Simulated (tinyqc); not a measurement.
Low-temperature mobility of a two-dimensional electron gas with static screening: one step, computed by the program tinyqc.

One subband is filled, the gas is degenerate and scatters at the Fermi circle; one permittivity serves on both sides of the interface. All formulas are in SI units, masses times m_0. Piezoelectric and polar phonons are left out, and n_s is taken as set by a gate, independent of N_i.

Question. The integrands at a few angles. Form factors with u = q/b: screening G(q) = [1 + 9u/8 + 3u^2/8]/(1 + u)^3, remote charge P(q) = exp(-q d)/(1 + u)^3. Dielectric function eps(q) = 1 + q_TF G(q)/q, with q = 2 k_F sin(theta/2). Roughness: <|U|^2> = (e F)^2 S(q), S = pi Delta^2 Lambda^2/(1 + q^2 Lambda^2/2)^(3/2). Remote charges: <|U|^2> = N_i [e^2 P(q)/(2 eps eps_0 q)]^2. The last two columns are (m/(pi hbar^3)) <|U|^2>/eps(q)^2.

Inputs (values chosen for the exercise, modelled on a silicon inversion layer): in-plane mass m = 0.188 m_0; permittivity eps = 11.6; roughness height Delta = 0.47 nm; correlation length Lambda = 2.8 nm; remote charge density N_i = 1.7e+12 1/cm^2; distance d of the charges from the interface = 1.2 nm.

Wave function: Fang-Howard. Roughness spectrum: exponential.

k_F = 0.1482941 1/nm

b = 1.071595 1/nm

q_TF = 1.225064 1/nm

effective field F = 0.09983519 MV/cm

Constants: m_0 = 9.1093837015e-31 kg; hbar = 1.054571817e-34 J s; e = 1.602176634e-19 C; eps_0 = 8.8541878128e-12 F/m.

Give: Integrands (1e9/(s rad)).

Answer.

Integrands (1e9/(s rad)):
```
theta (degrees)  q (1/nm)       G  eps(q)  roughness  remote charges
5                  0.0129  0.9778   93.59  7.379e-02            7593
15                 0.0387  0.9360   30.62  6.841e-01            6468
30                 0.0768  0.8796   15.04  2.765e+00            5085
60                 0.1483  0.7882    7.51  1.013e+01            3201
90                 0.2097  0.7222    5.22  1.872e+01            2131
135                0.2740  0.6627    3.96  2.798e+01            1383
180                0.2966  0.6439    3.66  3.098e+01            1187
```
